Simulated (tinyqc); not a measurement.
Scaling the whole coupling: critical temperature from a phonon spectrum: McMillan, Allen-Dynes and the linearised Eliashberg equation. Computed by tinyqc, a small Python program. Command: `OMP_NUM_THREADS=1 python tinyqc.py 3012881 3012882 out.jsonl eliashberg walk`. One thread of a shared host (Intel(R) Xeon(R) Processor @ 2.30GHz), about 0.02 s of CPU time with the checks.

alpha^2 F(omega) = sum_i (lambda_i omega_i/2) delta(omega - omega_i), so that lambda = 2 int alpha^2 F/omega d omega = sum_i lambda_i.

Inputs (values chosen for the exercise, for a model metal): peak energy omega_1 = 48.1 meV; coupling lambda_1 = 0.343; peak energy omega_2 = 91.3 meV; coupling lambda_2 = 0.316; Coulomb pseudopotential mu* = 0.08.

Peaks in alpha^2 F: two.

Constants: k_B = 8.617333262e-05 eV/K.

Method:
- omega_log = exp(sum lambda_i ln omega_i / lambda); omega_rms = sqrt(sum lambda_i omega_i^2 / lambda).
- McMillan form: k_B T_c = (omega_log/1.2) exp[-1.04 (1 + lambda)/(lambda - mu* (1 + 0.62 lambda))]. Allen-Dynes multiplies it by f1 f2: f1 = [1 + (lambda/L1)^(3/2)]^(1/3), L1 = 2.46 (1 + 3.8 mu*); f2 = 1 + (omega_rms/omega_log - 1) lambda^2/(lambda^2 + L2^2), L2 = 1.82 (1 + 6.3 mu*) omega_rms/omega_log.
- Linearised Eliashberg equation at omega_n = (2n + 1) pi k_B T, n = 0..N-1: lambda(j) = sum_i lambda_i omega_i^2/(omega_i^2 + (2 pi j k_B T)^2); K_mn = lambda(m - n) + lambda(m + n + 1) - 2 mu*(N) - delta_mn [2m + 1 + lambda(0) + 2 sum_(j=1..m) lambda(j)], with 1/mu*(N) = 1/mu* + ln(omega_rms/omega_N), omega_N = (2N + 1) pi k_B T. T_c is where the largest eigenvalue rho of K is zero.
- N is the smallest integer at or above 8 omega_max/(2 pi k_B T_AD), omega_max the highest peak and T_AD the Allen-Dynes value.
- All lambda_i are multiplied by s. The last column is the large-lambda limit for mu* = 0, k_B T_c = 0.1827 omega_rms sqrt(lambda).

lambda = 0.659

omega_rms = 72.1199 meV

omega_log = 65.4043 meV

T_c (K):
```
s    lambda  McMillan  Allen-Dynes  Eliashberg  large-lambda limit
0.8  0.5272     14.55        14.91       14.12              111.02
1.0  0.6590     26.88        27.82       26.67              124.13
1.3  0.8567     45.59        47.96       46.55              141.53
1.7  1.1203     67.38        72.62       71.11              161.84
2.3  1.5157     92.45       103.63      102.45              188.25
3.2  2.1088    117.85       140.46      140.80              222.04
```

McMillan/Eliashberg runs from 1.03 at lambda = 0.53 to 0.84 at 2.11: the exponential form levels off at large lambda, while the true T_c keeps rising (exponent 0.96 between the last rows, tending to 1/2). Allen-Dynes stays within about 6 % over the table. The last row reaches 63 % of the mu* = 0 limit; with mu* above zero T_c stays below that line at any lambda.

Extremes, crossings and ranges named in words are read from the listed rows.
